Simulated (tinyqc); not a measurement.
Three-phonon processes in a diatomic chain: dispersion, energy and momentum conservation, and decay channels of optical phonons: one step, computed by the program tinyqc. Command: `OMP_NUM_THREADS=1 python tinyqc.py 3120111 3120112 out.jsonl threeph walk`. One thread of a shared host (Intel(R) Xeon(R) Processor @ 2.30GHz), about 0.05 s of CPU time with the checks.

Cell length a, two atoms, one spring constant. x = q a/pi runs from -1 to 1; A and O are the acoustic and optical branches. Matrix elements are not computed: only conservation laws and occupation factors are followed.

Problem. Dispersion. omega^2 = k (1/m + 1/M) -/+ k sqrt((1/m + 1/M)^2 - 4 sin^2(pi x/2)/(m M)); nu = 15.6333042 THz x sqrt(omega^2) for eV/(angstrom^2 u).

Inputs (values chosen for the exercise, for a model chain): light mass m = 28.1 u; heavy mass M = 85.7 u; spring constant k = 11 eV/angstrom^2.

Constants: nu for 1 eV/(angstrom^2 u) = 15.6333042 THz.

Give: the table «Branches» with the columns nu_A (THz), nu_O (THz), for x = 0.10, 0.20, 0.35, 0.50, 0.65, 0.80, 0.90, 1.00.

Solution.

Branches:
```
x     nu_A (THz)  nu_O (THz)
0.10       1.078       15.90
0.20       2.144       15.80
0.35       3.692       15.51
0.50       5.134       15.09
0.65       6.399       14.60
0.80       7.374       14.13
0.90       7.778       13.91
1.00       7.921       13.83
```
